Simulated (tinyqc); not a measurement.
Inside a calculation. Method: coupled-perturbed Hartree-Fock on RHF in the sto-6g basis, for H4, spin multiplicity 1. One step of it, computed by the program tinyqc.

Task: Response to a field: uncoupled start. Field along z; U_ai = -mu_ai / (e_a - e_i), alpha = -4 sum U_ai mu_ai.

orbital energies (hartree): [-0.545848, -0.398177, 0.363535, 0.529491]

dipole integrals <a|z|i> (bohr), order a3, a4:
```
[[-1.121432, 0.000000],
 [0.000000, -1.082604]]
```

Give: uncoupled U; uncoupled polarisability.

Result:

uncoupled U, order a3, a4:
```
[[1.2332, 0.0000],
 [0.0000, 1.1670]]
```

uncoupled polarisability = 10.5854 bohr^3
